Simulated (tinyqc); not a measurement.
Worked calculation: empirical pseudopotential in a few plane waves. One step of it, computed by the program tinyqc.

Question. Levels at k. Diagonalise the Hermitian matrix.

H(k) at k (eV):
```
           +0+0+0     -1-1-1     -1-1+1     -1+1-1     -1+1+1     +1-1-1     +1-1+1     +1+1-1
+0+0+0   2.358264   2.068446  -2.068446  -2.068446  -2.068446  -2.068446  -2.068446  -2.068446
-1-1-1   2.068446   9.201643   0.000000   0.000000  -0.163268   0.000000  -0.163268  -0.163268
-1-1+1  -2.068446   0.000000  17.665822   0.163268   0.000000   0.163268   0.000000   0.000000
-1+1-1  -2.068446   0.000000   0.163268   5.059598   0.000000   0.163268   0.000000   0.000000
-1+1+1  -2.068446  -0.163268   0.000000   0.000000  13.523777   0.000000   0.163268   0.163268
+1-1-1  -2.068446   0.000000   0.163268   0.163268   0.000000  18.206089   0.000000   0.000000
+1-1+1  -2.068446  -0.163268   0.000000   0.000000   0.163268   0.000000  26.670267   0.163268
+1+1-1  -2.068446  -0.163268   0.000000   0.000000   0.163268   0.000000   0.163268  14.064044
+1+1+1   2.068446   0.000000  -0.163268  -0.163268   0.000000  -0.163268   0.000000   0.000000
-2+0+0   0.000000  -2.068446  -2.068446  -2.068446   2.068446   0.711930  -0.711930  -0.711930
+0-2+0   0.000000  -2.068446  -2.068446   0.711930  -0.711930  -2.068446   2.068446  -0.711930
+0+0-2   0.000000  -2.068446   0.711930  -2.068446  -0.711930  -2.068446  -0.711930   2.068446
+0+0+2   0.000000  -0.711930   2.068446  -0.711930  -2.068446  -0.711930  -2.068446   0.711930
+0+2+0   0.000000  -0.711930  -0.711930   2.068446  -2.068446  -0.711930   0.711930  -2.068446
+2+0+0   0.000000  -0.711930  -0.711930  -0.711930   0.711930   2.068446  -2.068446  -2.068446

           +1+1+1     -2+0+0     +0-2+0     +0+0-2     +0+0+2     +0+2+0     +2+0+0
+0+0+0   2.068446   0.000000   0.000000   0.000000   0.000000   0.000000   0.000000
-1-1-1   0.000000  -2.068446  -2.068446  -2.068446  -0.711930  -0.711930  -0.711930
-1-1+1  -0.163268  -2.068446  -2.068446   0.711930   2.068446  -0.711930  -0.711930
-1+1-1  -0.163268  -2.068446   0.711930  -2.068446  -0.711930   2.068446  -0.711930
-1+1+1   0.000000   2.068446  -0.711930  -0.711930  -2.068446  -2.068446   0.711930
+1-1-1  -0.163268   0.711930  -2.068446  -2.068446  -0.711930  -0.711930   2.068446
+1-1+1   0.000000  -0.711930   2.068446  -0.711930  -2.068446   0.711930  -2.068446
+1+1-1   0.000000  -0.711930  -0.711930   2.068446   0.711930  -2.068446  -2.068446
+1+1+1  22.528222  -0.711930  -0.711930  -0.711930  -2.068446  -2.068446  -2.068446
-2+0+0  -0.711930  11.362710   0.163268   0.163268  -0.163268  -0.163268   0.000000
+0-2+0  -0.711930   0.163268  24.509201   0.163268  -0.163268   0.000000  -0.163268
+0+0-2  -0.711930   0.163268   0.163268  11.902977   0.000000  -0.163268  -0.163268
+0+0+2  -2.068446  -0.163268  -0.163268   0.000000  28.831334   0.163268   0.163268
+0+2+0  -2.068446  -0.163268   0.000000  -0.163268   0.163268  16.225111   0.163268
+2+0+0  -2.068446   0.000000  -0.163268  -0.163268   0.163268   0.163268  29.371601
```

Give: eigenvalues.

Answer.

eigenvalues (eV): [-0.271, 3.719, 7.740, 8.732, 12.153, 13.891, 14.762, 17.252, 18.253, 18.782, 21.886, 24.515, 27.651, 30.106, 32.309]
